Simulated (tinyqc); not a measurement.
From results back to parameters: dielectric confinement in a thin film (image charges). Four cases, with inputs chosen for the exercise.

Problem. The self-energy at the centre was computed from a hidden eh.

A film |z| < t/2 of dielectric constant eps between half-spaces of dielectric constant e2; lam = (eps - e2)/(eps + e2), q = e^2/(4 pi eps0). The self-energy of a band edge is taken with the high-frequency value, e2 = eh, and the field of a fixed ion with the static one, e2 = eo. A charge at z has images lam^|n| at n t + (-1)^n z. Its self-energy is S(z) = (q/2 eps) sum over n >= 1 of lam^n [1/(n t - 2z) + 1/(n t + 2z)] for odd n and 2 lam^n/(n t) for even n; at the centre S(0) = -(q/(eps t)) ln(1 - lam).

Constants: e^2/(4 pi eps0) = 14.39964547 eV angstrom.

Case 1.

Values chosen: t = 70 angstrom (film thickness); eps = 12 (dielectric constant of the film).
S(0) = 12.5459 meV

Case 2.

Values chosen: t = 32 angstrom (film thickness); eps = 13.6 (dielectric constant of the film).
S(0) = 26.0880 meV

Case 3.

Values chosen: t = 24 angstrom (film thickness); eps = 16.3 (dielectric constant of the film).
S(0) = 54.3766 meV

Case 4.

Values chosen: t = 56 angstrom (film thickness); eps = 12 (dielectric constant of the film).
S(0) = 14.8528 meV

Find: lam; eh.

Solution. lam = 1 - exp(-S(0) eps t/q), and eh = eps (1 - lam)/(1 + lam).

Case 1.

lam = 0.5190
eh = 3.8

Case 2.

lam = 0.5455
eh = 4.0

Case 3.

lam = 0.7717
eh = 2.1

Case 4.

lam = 0.5000
eh = 4.0

Computed by tinyqc, one run a case: `OMP_NUM_THREADS=1 python tinyqc.py N N+1 out.jsonl` with N = 1280658, 1280682, 1280721, 1280734; one thread of a shared Intel(R) Xeon(R) Processor @ 2.30GHz, about 0.09 s a run at most.
